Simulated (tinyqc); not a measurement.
Screening unbinds the donor: static screening by free carriers.

kF = (3 pi^2 n/Mv)^(1/3), EF = c kF^2/m with c = hbar^2/2m0, n in 1/angstrom^3 (1e-24 per 1/cm^3), e2 = e^2/(4 pi eps0). Thomas-Fermi: qTF^2 = 6 pi e2 n/(eps EF). Debye: qD^2 = 4 pi e2 n/(eps kB T).

F_j(eta) = (1/Gamma(j + 1)) integral_0^infinity x^j dx/(1 + exp(x - eta)), which tends to exp(eta) for eta << 0.

At finite T: qs^2 = qD^2 F_-1/2(eta)/F_1/2(eta), where n = Mv N F_1/2(eta) and N = 2 (m kB T/(4 pi c))^(3/2) with c = hbar^2/2m0, in 1/angstrom^3; times 1e24 for 1/cm^3.

Donor in the screened potential -(e2/eps) exp(-qs r)/r with the trial function exp(-r/a): E(a) = c/(m a^2) - (e2/eps) 4/(a (2 + qs a)^2), e2 = e^2/(4 pi eps0), c = hbar^2/2m0; isotropic mass.

Constants: hbar^2/2m0 = 3.80998211 eV angstrom^2; e^2/(4 pi eps0) = 14.39964547 eV angstrom; kB = 8.617333262e-05 eV/K; a0 (Bohr radius) = 0.5291772105 angstrom.

Parameters, chosen for this exercise (near those of Ge; not measured data): m = 0.2195 m0 (mass of one isotropic valley); Mv = 4 (valleys); eps = 16.1 (background dielectric constant); T = 77 K.

All carriers n are taken as free and screen with qs(T); E(a) is minimised over a; a dash marks no bound state. aB = a0 eps/m.

Donor level:

| n (1/cm^3) | n^(1/3) aB | qs aB | E (meV) | a/aB |
|---|---|---|---|---|
| 1.0e+14 | 0.018 | 0.016 | -11.16 | 1.000 |
| 1.0e+15 | 0.039 | 0.051 | -10.40 | 1.002 |
| 6.0e+15 | 0.071 | 0.124 | -8.92 | 1.010 |
| 2.0e+16 | 0.105 | 0.225 | -7.10 | 1.031 |
| 5.0e+16 | 0.143 | 0.355 | -5.15 | 1.074 |
| 1.0e+17 | 0.180 | 0.499 | -3.39 | 1.144 |
| 3.0e+17 | 0.260 | 0.843 | -0.65 | 1.502 |
| 7.0e+17 | 0.345 | 1.229 | - | - |

aB = 38.8 angstrom

What can be read from this table?

The level rises from -11.16 meV at the lowest density to -0.65 meV at 3e+17 1/cm^3, against -11.52 meV unscreened. The trial function finds no bound state from 7e+17 1/cm^3 on, where qs aB = 1.23 and n^(1/3) aB = 0.34. This trial function loses binding at qs aB = 1 and the exact Yukawa problem at 1.19; the Mott rule of thumb is n^(1/3) aB = 0.26.

tinyqc: `OMP_NUM_THREADS=1 python tinyqc.py 1650587 1650588 out.jsonl`; about 0.01 s, one thread, shared Intel(R) Xeon(R) Processor @ 2.30GHz.
